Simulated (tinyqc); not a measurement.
Arrhenius plot: admittance spectroscopy and thermally stimulated current of one trap level in a depletion layer. Computed by tinyqc, a small Python program. Command: `OMP_NUM_THREADS=1 python tinyqc.py 3113101 3113102 out.jsonl admit walk`. One thread of a shared host (Intel(R) Xeon(R) Processor @ 2.30GHz), about 0.01 s of CPU time with the checks.

A Schottky junction on n-type material holds one donor-like electron trap; shallow donors are fully ionised and abrupt depletion edges are assumed.

Inputs (values chosen for the exercise, modelled on n-type 4H-SiC):

| quantity | value | unit |
|---|---|---|
| density-of-states mass m | 0.741 | m_0 |
| shallow doping N | 5.5e+15 | 1/cm^3 |
| trap depth E_t below the band | 0.158 | eV |
| capture cross section sigma | 7.3e-16 | cm^2 |
| test frequency f | 300 | Hz |

Constants: k_B = 1.380649e-23 J/K; m_0 = 9.1093837015e-31 kg; h = 6.62607015e-34 J s; k_B = 8.617333262e-05 eV/K.

Method:
- N_c = 2 (2 pi m k_B T/h^2)^(3/2), v_th = sqrt(3 k_B T/m), emission rate e_n = sigma v_th N_c exp(-E_t/(k_B T)).
- Where the level crosses the Fermi level capture equals emission, so the trap follows the signal with the rate 2 e_n; G/omega peaks at omega = 2 e_n (the correction for large N_t/N is left out).
- Solve 2 e_n(T_p) = 2 pi f.
- T_p for 0.1, 0.3, 1, 3 and 10 f; least-squares lines of ln(e_n/T^2) and of ln(e_n) against 1/(k_B T), e_n = pi f; sigma = exp(intercept)/(v_th N_c/T^2).

peak temperature T_p = 108.454 K

Peaks:

| f (Hz) | T_p (K) | 1/(k_B T) (1/eV) | ln(e_n/T^2) | ln(e_n) |
|---|---|---|---|---|
| 30 | 96.62 | 120.11 | -4.5956 | 4.5459 |
| 90 | 101.94 | 113.84 | -3.6043 | 5.6445 |
| 300 | 108.45 | 107.00 | -2.5241 | 6.8485 |
| 900 | 115.12 | 100.80 | -1.5449 | 7.9471 |
| 3000 | 123.38 | 94.06 | -0.4794 | 9.1511 |

depth from e_n/T^2 = 0.158 eV

cross section from the intercept = 7.30e-16 cm^2

depth without the T^2 = 0.17675 eV

What follows from these numbers?

Leaving out T^2 adds 19 meV, near 2 k_B T_p = 19 meV.

Extremes, crossings and ranges named in words are read from the listed rows.
